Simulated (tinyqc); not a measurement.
Brouwer diagram: defect equilibria of an oxide against oxygen pressure (mass action). Computed by tinyqc, a small Python program. Command: `OMP_NUM_THREADS=1 python tinyqc.py 3010035 3010036 out.jsonl brouwer walk`. One thread of a shared host (Intel(R) Xeon(R) Processor @ 2.30GHz), about 0.01 s of CPU time with the checks.

Defects: oxygen vacancies V (charge +2), electrons n, holes p, the ionic partner X = V_M'' (charge -2), and the dopant. Activities are taken equal to concentrations.

Inputs (values chosen for the exercise, for a model oxide):
```
quantity                  value             unit
reduction enthalpy H_r     4.35               eV
prefactor K_r0          1.1e+71  cm^-9 atm^(1/2)
gap E_g                    3.82               eV
prefactor N_c N_v       5.1e+40            cm^-6
disorder enthalpy H_s      2.14               eV
prefactor K_s0          3.3e+44            cm^-6
dopant density N_d      3.6e+20            cm^-3
temperature T              1200                K
```

Ionic disorder: Schottky, oxide MO. Dopant (singly charged, fully ionised): acceptor.

Constants: k_B = 8.617333262e-05 eV/K.

Method:
- K_r = K_r0 exp(-H_r/k_B T) = [V] n^2 P^(1/2); K_i = N_c N_v exp(-E_g/k_B T) = n p; K_s = K_s0 exp(-H_s/k_B T) = [X] [V].
- Neutrality: 2 [V] + p = n + 2 [X] + N_d. With n as the unknown, [V] = K_r/(n^2 P^(1/2)), p = K_i/n, [X] = K_s/[V]; the log ratio is ln(positive/negative).
- The root is found by 60 bisections in ln n between n = 1e-10 and 1e25 cm^-3.
- The slope is d log n / d log P from this row and the one above; the last column names the largest term on each side. Pressures that give more than 3e21 cm^-3 are left out.

K_r = 5.91830e+52 cm^-9 atm^(1/2)

K_i = 4.61611e+24 cm^-6

K_s = 3.39555e+35 cm^-6

Log10 of the densities in cm^-3:
```
log10 P (atm)       n     [V]       p     [X]  slope of n      balance
-20            20.978  20.816  3.6864  14.715           -    2 [V] = n
-16            20.182  20.408  4.4823  15.123    -0.19899  2 [V] = N_d
-12            19.248  20.276  5.4162  15.255    -0.23348  2 [V] = N_d
-8             18.257  20.257  6.4069  15.273    -0.24767  2 [V] = N_d
-4             17.258  20.255  7.4059  15.275    -0.24976  2 [V] = N_d
0              16.258  20.255  8.4058  15.276    -0.24998  2 [V] = N_d
```

Regimes: 2 [V] = n at log P = -20 alone (slope -1/6 deep inside that regime); 2 [V] = N_d from log P = -16 to 0, where that balance predicts a slope of -1/4 and the table comes as close as -0.250. Rows with n or p near or above sqrt(N_c N_v) are degenerate, and n p = K_i is then only nominal.

Extremes, crossings and ranges named in words are read from the listed rows.
